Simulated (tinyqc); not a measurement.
Free and trapped electrons in a MOS channel with a dense trap tail: two steps of the calculation.

p-type body, charge-sheet picture, full ionisation (an idealisation for deep acceptors), Boltzmann statistics for free electrons. e = Ec - EF at the surface. Acceptor-like traps of density D(E) = D0 + De exp(-E/Ew) at depth E below Ec, from 0 to Eu, hold n_t = integral of D(E)/(1 + exp((e - E)/Vt)). psi = Eg - Vt ln(Nv/Na) - e; N_dep = sqrt(2 eps0 eps_r Na (psi - Vt)/q); n_f = sqrt(N_dep^2 + 2 eps0 eps_r Vt Nc exp(-e/Vt)/q) - N_dep; Vg = Vfb + psi + q (N_dep + n_t + n_f)/Cox, Cox = eps0 eox/tox.

Parameters, values chosen for the exercise; band and dielectric values close to those of 4H silicon carbide: temperature T = 250 K; band gap Eg = 3.24 eV; relative permittivity eps_r = 9.53; conduction-band density of states at T Nc = 1.3e19 cm^-3; valence-band density of states at T Nv = 1.92e19 cm^-3; relative permittivity of the insulator eox = 3.9; insulator thickness tox = 46 nm; acceptor density Na = 5.1e15 cm^-3; flat-band voltage without trapped charge Vfb = -2.72 V; constant background density of acceptor-like traps D0 = 1e11 cm^-2 eV^-1; density of the tail at the conduction edge De = 1.4e13 cm^-2 eV^-1; decay energy of the tail Ew = 0.11 eV; depth below Ec down to which the traps reach Eu = 0.79 eV; mobility of free electrons mf = 66 cm^2/(V s); Ec - EF at the surface e = 0.091 eV.

Constants: q = 1.602176634e-19 C, kB = 1.380649e-23 J/K, Vt = kB T/q, eps0 = 8.8541878128e-14 F/cm where lengths are in cm. Results are converted to the units shown.

Question 1. Trapped charge. Trapezoid rule on 16 equal steps from 0 to Eu, f = 1/(1 + exp((e - E)/Vt)).

Give: E; D(E) f; n_t.

Answer 1.

```
point   E (eV)  D(E) f (cm^-2 eV^-1)
0            0              2.034e11
1      0.04938              1.143e12
2      0.09875              3.419e12
3       0.1481              3.495e12
4       0.1975              2.408e12
5       0.2469              1.583e12
6       0.2963              1.047e12
7       0.3456              7.047e11
8       0.3950              4.860e11
9       0.4444              3.464e11
10      0.4938              2.573e11
11      0.5431              2.004e11
12      0.5925              1.641e11
13      0.6419              1.409e11
14      0.6913              1.261e11
15      0.7406              1.167e11
16      0.7900              1.106e11
```

n_t = 7.799e11 cm^-2

Question 2. Charges and gate voltage. psi, N_dep, n_f and Vg as defined, with the n_t given; free share n_f/(n_f + n_t); apparent mobility mf n_f/(n_f + n_t); gate voltage spent on traps q n_t/Cox.

n_t = 7.7987159e11 cm^-2

Wanted: psi; N_dep; n_f; Vg; free share; apparent mobility; gate voltage spent on traps.

Answer 2.

psi = 2.9716 V
N_dep = 3.9809e11 cm^-2
n_f = 5.0977e10 cm^-2
Vg = 2.8745 V
free share = 6.1355 %
apparent mobility = 4.0494 cm^2/(V s)
gate voltage spent on traps = 1.6645 V

tinyqc, about 0.02 s, one thread, Intel Xeon 2.30GHz (shared host): `OMP_NUM_THREADS=1 python tinyqc.py 2222049 2222050 out.jsonl`
